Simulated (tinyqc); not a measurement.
Comparisons within one model: configuration-coordinate model of carrier capture at a defect. A value that a table varies takes the place of the one given here.

Two parabolas of equal curvature k in one coordinate Q: with the carrier free at the band edge, U_f = k Q^2/2; with the carrier trapped, U_t = k (Q - dQ)^2/2 - ET. ER = k dQ^2/2, Huang-Rhys factor S = ER/hw, hw = 0.0646541 sqrt(k/M) eV for k in eV/angstrom^2 and M in u. The curves cross at a height Eb = (ER - ET)^2/(4 ER) above the free minimum.

Multiphonon factor for giving p = ET/hw phonons to the lattice: W = exp(-S (2 nb + 1)) ((nb + 1)/nb)^(p/2) I_p(x), nb = 1/(exp(hw/kT) - 1), x = 2 S sqrt(nb (nb + 1)), I_p the modified Bessel function. Classical limit: W = hw exp(-Eb/kT)/sqrt(4 pi ER kT). At T = 0: exp(-S) S^p/Gamma(p + 1).

Constants: kB = 8.617333262e-05 eV/K.

Parameters, chosen for this exercise (of the size met at an oxide trap near a Si / SiO2 interface; the results hold for these values, not for the real material): ET = 0.25 eV (thermal depth of the level below the band edge); ER = 1.02 eV (relaxation energy); hw = 0.053 eV (phonon energy of the mode); T = 400 K (temperature).

## Capture against temperature

The local activation energy is -d ln W/d(1/kT), by central differences with T changed by 1 %.

Against T:

| T (K) | kT/hw | log10 W | log10 W, classical | activation energy (eV) |
|---|---|---|---|---|
| 40 | 0.065 | -4.173 | -18.908 | 0.0000 |
| 60 | 0.098 | -4.172 | -12.893 | 0.0001 |
| 80 | 0.130 | -4.167 | -9.904 | 0.0007 |
| 120 | 0.195 | -4.096 | -6.940 | 0.0090 |
| 160 | 0.260 | -3.920 | -5.477 | 0.0273 |
| 220 | 0.358 | -3.571 | -4.297 | 0.0560 |
| 300 | 0.488 | -3.152 | -3.477 | 0.0809 |
| 400 | 0.650 | -2.780 | -2.929 | 0.0958 |
| 550 | 0.894 | -2.437 | -2.499 | 0.1030 |

log10 W at T = 0 = -4.173
Eb = 0.1453 eV

What does this show?

At 40 K log10 W is -4.17, against -4.17 at T = 0 and -18.9 classically; at 550 K the two forms differ by +0.06. The activation energy read from an Arrhenius plot goes from 0.000 eV at 40 K to 0.103 at 550 K, with its largest value 0.103 at 550 K, against Eb = 0.145 eV; the classical form itself gives Eb - kT/2. A measured slope therefore understates the barrier.

## Capture against depth of the level

ET is varied at fixed ER, hw and T, as by moving the band edge with alloying or pressure.

Against ET:

| ET/ER | ET (eV) | Eb (eV) | log10 W | log10 W, classical |
|---|---|---|---|---|
| 0.10 | 0.102 | 0.2066 | -3.532 | -3.701 |
| 0.25 | 0.255 | 0.1434 | -2.757 | -2.906 |
| 0.50 | 0.510 | 0.0638 | -1.816 | -1.902 |
| 0.75 | 0.765 | 0.0159 | -1.288 | -1.299 |
| 1.00 | 1.020 | 0.0000 | -1.136 | -1.098 |
| 1.25 | 1.275 | 0.0159 | -1.322 | -1.299 |
| 1.50 | 1.530 | 0.0638 | -1.812 | -1.902 |
| 2.00 | 2.040 | 0.2550 | -3.585 | -4.311 |
| 3.00 | 3.060 | 1.0200 | -9.682 | -13.950 |

What does this show?

Capture is fastest at ET/ER = 1 among these rows, where the barrier vanishes or nearly so. The classical form is symmetric about ET = ER; the quantum one gives -1.82 at 0.5 and -1.81 at 1.5, against -1.90 for both. At ET = 3 ER it lies 4.3 decades above the classical value: deep levels capture by emitting many phonons, and the rate falls with depth by 6.0 decades per eV between the last two rows. Rows deeper than the gap of the host are formal.

## What each parameter does

Eb, log10 W and the full width 2.35482 sqrt(ER hw coth(hw/2kT)). Each row changes one parameter from the base and keeps the others.

Results:

| case | Eb (eV) | log10 W | full width (eV) |
|---|---|---|---|
| base | 0.1453 | -2.780 | 0.6811 |
| ET = 0.29 eV | 0.1306 | -2.603 | 0.6811 |
| ER = 1.07 eV | 0.1571 | -2.930 | 0.6976 |
| hw = 0.0636 eV | 0.1453 | -2.641 | 0.7034 |
| T = 430 K | 0.1453 | -2.695 | 0.6988 |

What does this show?

The largest shifts from the base row, up to three for each result and ties (the steps differ in size, so this ranks the rows, not the parameters). Eb (eV): ET -0.0147, ER +0.0118; unchanged at the printed digits by hw and T. log10 W: ET +0.178, ER -0.150, hw +0.139. full width (eV): hw +0.0223, T +0.0177, ER +0.0165; unchanged at the printed digits by ET.

(tinyqc, `OMP_NUM_THREADS=1 python tinyqc.py 1482236 1482237 out.jsonl`, Intel(R) Xeon(R) Processor @ 2.30GHz, 1 thread, shared host, about 0.01 s.)
